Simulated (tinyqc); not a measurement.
Precursor delivery by bubblers, mass-transport growth and the solid composition of a III-V alloy: one step, computed by the program tinyqc.

1 sccm = 44.615 micromol/min; 1 torr = 133.322 Pa. The sources decompose fully at the surface.

Question. Partial pressures in the reactor. p_i = p n_i/(44615 F_t), F_t in slm; p_V = p F_V/(1000 F_t), counted per molecule supplied; V/III = 44.615 F_V/(n1 + n2); vapour fraction of source 2 = n2/(n1 + n2).

Inputs (values chosen for the exercise, modelled on trimethylgallium (source 1) and trimethylindium (source 2) for the vapour pressures): bath temperature T1 = 260 K; bath temperature T2 = 301 K; total flow F_t = 3.4 slm; group-V flow F_V = 21 sccm; reactor pressure p = 40 torr.

molar flow 1 = 11.73072 micromol/min

molar flow 2 = 7.955067 micromol/min

Give: p_1; p_2; p_V; V/III ratio; vapour fraction of source 2.

Answer.

p_1 = 0.0030933 torr

p_2 = 0.0020977 torr

p_V = 0.24706 torr

V/III ratio = 47.593

vapour fraction of source 2 = 0.40410
